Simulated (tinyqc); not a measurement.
Threshold-voltage variability of a planar MOSFET, analytic estimates: course of the iteration: margin in standard deviations for the wanted yield.

Three independent sources add in quadrature: random dopants in the depleted layer, metal-gate grains of two orientations, and roughness of the two gate edges acting through the roll-off VT = VT(long) - Vr exp(-L/l). These are first-order estimates: no three-dimensional electrostatics, no percolation.

Cells fail independently with probability Q(k) = erfc(k/sqrt(2))/2 when the margin is k standard deviations, and Y = exp(-Nb Q(k)). phi = exp(-k^2/2)/sqrt(2 pi). Newton steps on Q(k) + ln(Y)/Nb = 0: k(new) = k + (Q + ln(Y)/Nb)/phi.

Stop when k changes by less than 1e-9, or after 10 iterations.

Values chosen for this exercise:
```
symbol,value,unit,meaning
Nb,8388608,,number of cells
Y,0.971,,wanted yield
```

k at the start = 2

Course of the iteration:
```
iteration        k  |change|
1          2.42137     0.421
2          2.78484     0.363
3          3.10911     0.324
4          3.40455     0.295
5          3.67766     0.273
6          3.93280     0.255
7          4.17308     0.240
8          4.40077     0.228
9          4.61759     0.217
10         4.82480     0.207
```

Did this iteration meet its convergence test, and what does its course show?

No. Not converged within 10 iterations. The steps shrink slowly, from 0.42 to 0.21: far from the root Q/phi is about 1/k, so each step lowers Q by only a factor of about e, and the root lies at 5.791. A rerun with Newton steps on ln Q from the same start converges in 6 iterations.

tinyqc, about 0.01 s, one thread, Intel Xeon 2.30GHz (shared host): `OMP_NUM_THREADS=1 python tinyqc.py 2090066 2090067 out.jsonl`
